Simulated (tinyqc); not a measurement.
Stark shift: graded (staircase) quantum well by finite differences.

Finite differences on points z_i at the centres of cells of width h: H_ii = (c/h^2)(1/m_(i-1/2) + 1/m_(i+1/2)) + V_i, H_(i,i+1) = -(c/h^2)/m_(i+1/2), where m_(i+1/2) is the mean of the masses at the two points (the end values are repeated outwards), psi = 0 on the points beyond both ends, c = hbar^2/2m0. The field adds e F (z - z0) with z0 the middle of the structure; 1 kV/cm = 1e-5 eV/angstrom.

Constants: hbar^2/2m0 = 3.80998211 eV angstrom^2.

Inputs chosen for the exercise (out of a larger set: near those of an InGaAs well in InP; not measured data):
```
symbol  value                                                                                                                                              unit      meaning
layers  ((100, 0.235, 0.0803), (25, 0.104, 0.0584), (25, 0.026, 0.0452), (25, 0, 0.0408), (25, 0.026, 0.0452), (25, 0.104, 0.0584), (100, 0.235, 0.0803))            each layer: thickness in angstrom, band edge in eV, mass in m0
hf      1.5625                                                                                                                                             angstrom  cell width of the fine grid
Fs      (0, 6.67, 13.3, 20, 26.7, 33.3, 40)                                                                                                                kV/cm     fields
```

Fine grid. Perturbation theory: dE1 = e F z_11 - beta (e F)^2 with beta = sum_j z_1j^2/(E_j - E_1) over the 13 next levels at zero field, z from z0.

Levels against field:
```
F (kV/cm),E1 (eV),E2 (eV),dE1 (meV),second order (meV),<z - z0> (angstrom),E2 - E1 (meV)
0,0.0561,0.1704,0.00,0.00,0.0,114.3
6.67,0.0561,0.1703,-0.03,-0.03,-0.8,114.2
13.3,0.0560,0.1702,-0.11,-0.11,-1.7,114.2
20.0,0.0559,0.1699,-0.25,-0.25,-2.5,114.0
26.7,0.0557,0.1694,-0.45,-0.45,-3.4,113.8
33.3,0.0554,0.1689,-0.70,-0.70,-4.2,113.4
40.0,0.0551,0.1681,-1.01,-1.01,-5.1,113.0
```

z_11 = 0.00 angstrom
beta = 6305 angstrom^2/eV

What does the comparison show, and why?

At zero field the state is centred, so the shift starts as F^2; it turns linear only if the state is pulled to one side. At 40 kV/cm E1 has moved by -1.01 meV, where second order gives -1.01 meV; they differ by 0.1 % there. The electron moves by -5.1 angstrom, against the rise of the potential. E2 - E1 shrinks with the field; the ends are 114.3 and 113.0 meV.

Program tinyqc; command `OMP_NUM_THREADS=1 python tinyqc.py 1280280 1280281 out.jsonl`; about 0.02 s on one thread of a shared Intel(R) Xeon(R) Processor @ 2.30GHz.
